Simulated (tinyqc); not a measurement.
Inside a calculation. Method: RHF in the 3-21g basis, for H3+, spin multiplicity 1. One step of it, computed by the program tinyqc.

Question. Iteration 4: DIIS coefficients. Solve [B -1; -1 0][c; lambda] = [0; -1] for the coefficients, which sum to one.

B (overlaps of the stored error matrices):
$$\begin{pmatrix}
4.4161595e-01 & 7.8239828e-02 & 5.1573229e-05 & 1.6049129e-05 \\
7.8239828e-02 & 1.3960748e-02 & 1.8220497e-05 & 4.7377216e-06 \\
5.1573229e-05 & 1.8220497e-05 & 3.0633459e-06 & 5.2793370e-07 \\
1.6049129e-05 & 4.7377216e-06 & 5.2793370e-07 & 9.2749478e-08
\end{pmatrix}$$

Give: DIIS coefficients.

Answer.

DIIS coefficients: [0.0009, -0.0055, -0.1890, 1.1936]
